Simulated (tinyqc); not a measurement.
The best anneal temperature for the time t: solubility, supersaturation, precipitation and gettering of an impurity in a silicon-like host. Computed by tinyqc, a small Python program. Command: `OMP_NUM_THREADS=1 python tinyqc.py 3030284 3030285 out.jsonl ripen walk`. One thread of a shared host (Intel(R) Xeon(R) Processor @ 2.30GHz), about 0.01 s of CPU time with the checks.

The wafer was saturated at T1 and is then held at T.

Inputs (values chosen for the exercise, for a model impurity):
```
quantity                                   value    unit
site density N0                            5e+22  1/cm^3
enthalpy of solution H                      1.77      eV
entropy of solution S                        3.3     k_B
diffusion prefactor D0                    0.0017  cm^2/s
migration energy Q                         0.439      eV
temperature of saturation T1                1325       K
anneal temperature T                         942       K
sink density n                             8e+08  1/cm^3
initial sink radius r0                        94      nm
impurity density in the precipitate C_p  2.8e+22  1/cm^3
interface energy gamma                      0.59   J/m^2
anneal time t                                4.8       s
```

Constants: k_B = 8.617333262e-05 eV/K; k_B = 1.380649e-23 J/K.

Method:
- C_eq(T) = N0 exp(S/k_B - H/(k_B T)); D(T) = D0 exp(-Q/(k_B T)); C0 = C_eq(T1). Supersaturation s = C0/C_eq(T); critical radius r* = 2 gamma/(C_p k_B T ln s); barrier W* = (4 pi/3) gamma r*^2. Strain energy is left out.
- r_f = [r0^3 + 3 (C0 - C_eq)/(4 pi n C_p)]^(1/3), tau_f = 1/(4 pi n r_f D).
- Growing sinks: with y = r/r_f and y0 = r0/r_f, dy/dt = (1 - y^3)/(3 tau_f y), which integrates to t/tau_f = F(y) - F(y0), F(y) = (1/2) ln[(1 + y + y^2)/(1 - y)^2] - sqrt(3) arctan[(2y + 1)/sqrt(3)]; the share of the excess left is (1 - y^3)/(1 - y0^3), and C(t) = C_eq + (C0 - C_eq) x share.

C0 = 2.51049e+17 1/cm^3

Dissolved share after t:
```
T (K)     C_eq/C0  tau_f (s)  C(t)/C0
596    5.8245e-09     19.853  0.85172
689    6.1023e-07      6.263  0.56810
795    3.2490e-05      2.337  0.17756
901    6.7892e-04      1.100  0.01904
1007   7.4814e-03      0.608  0.00801
1113   5.2196e-02      0.380  0.05220
1206   2.1662e-01      0.279  0.21662
1272   5.2418e-01      0.251  0.52418
```

The lowest dissolved share among these rows is 0.0080 at 1007 K. Above it solubility sets the floor; below it diffusion is too slow for this time. Solubility falls with H = 1.77 eV and diffusion with Q = 0.439 eV.

Extremes, crossings and ranges named in words are read from the listed rows.
